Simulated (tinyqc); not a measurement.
Surface Green function of a dimerised chain, Sancho-Rubio decimation: one step of the calculation.

A semi-infinite lead of cells 0, 1, 2, ... with H0 inside a cell and H1 = <cell i|H|cell i + 1>. Cell A, B with A at the surface; -t1 joins A and B, -t2 joins B to the next A. z = E + i eta.

Task. Self-energy, Dyson check and densities of states. Sigma = H1 g_s H1^dagger is what the lead adds to one more cell, and (z - H0 - Sigma)^(-1) must give g_s back. Densities of states: -Im of the diagonals over pi.

Inputs (values chosen for the exercise):
```
symbol,value,unit,meaning
E,1.46,eV,energy
eta,0.2,eV,broadening
```

H0 (eV):
```
	A	B
A	0.3	-0.78
B	-0.78	-0.3
```

H1 (eV):
```
	A	B
A	0	0
B	-1	0
```

converged surface Green function g_s (1/eV):
```
	A	B
A	0.86749810-0.59819567i	-0.16145760+0.66718892i
B	-0.16145760+0.66718892i	0.41119051-0.95083029i
```

converged bulk Green function (1/eV):
```
	A	B
A	0.2156759-1.0644410i	0.3575215+0.6105218i
B	0.3575215+0.6105218i	0.1837978-0.6979409i
```

Give: Sigma; (z - H0 - Sigma)^(-1); surface density of states; bulk density of states.

Result.

Sigma (eV):
```
	A	B
A	0.00000+0.00000i	0.00000+0.00000i
B	0.00000+0.00000i	0.86750-0.59820i
```

(z - H0 - Sigma)^(-1) (1/eV):
```
	A	B
A	0.86750-0.59820i	-0.16146+0.66719i
B	-0.16146+0.66719i	0.41119-0.95083i
```

```
orbital	surface density of states (1/eV)	bulk density of states (1/eV)
A	0.19041	0.33882
B	0.30266	0.22216
```

Computed by the program tinyqc: `OMP_NUM_THREADS=1 python tinyqc.py 2680118 2680119 out.jsonl`, one thread of a shared Intel Xeon 2.30GHz, about 0.02 s for the whole run.
